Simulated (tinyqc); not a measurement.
Rapid thermal processing of a wafer: radiative balance, ramp and cooling, pattern effects, pyrometer error and spike budget: one step, computed by the program tinyqc. Command: `OMP_NUM_THREADS=1 python tinyqc.py 3111683 3111684 out.jsonl rtp walk`. One thread of a shared host (Intel(R) Xeon(R) Processor @ 2.30GHz), about 0.04 s of CPU time with the checks.

The wafer is opaque and uniform through its thickness unless said otherwise; temperatures in formulas are in kelvin (C + 273.15). sigma = 5.670374419e-12 W/(cm^2 K^4).

Task: Pattern effect. At steady state a sinusoidal change of absorbed power of relative amplitude a and period p gives the temperature amplitude a q/(dq/dT + k d (2 pi/p)^2); healing length l = sqrt(k d/(dq/dT)); process change = E_a dT/(k_B T^2). Emissivity is taken as unchanged.

Inputs (values chosen for the exercise, modelled on a hot silicon wafer):
```
quantity,value,unit
wafer thickness d,625,micrometre
thermal conductivity k,0.29,W/(cm K)
wall temperature T_w,500,K
process temperature,1060,C
relative change of absorptivity over a pattern,11,%
period of the pattern,30,mm
activation energy of the process E_a,2,eV
```

dq/dT = 64.27828 mW/(cm^2 K)

holding power q = 21.37404 W/cm^2

Constants: k_B = 8.617333262e-05 eV/K.

Give: healing length l; amplitude without lateral conduction; amplitude; change of the process rate.

Result:

healing length l = 5.310 mm

amplitude without lateral conduction = 36.58 K

amplitude = 16.35 K

change of the process rate = 21.35 %

Lateral conduction cuts the amplitude to 45 %, since p/(2 pi l) = 0.90.
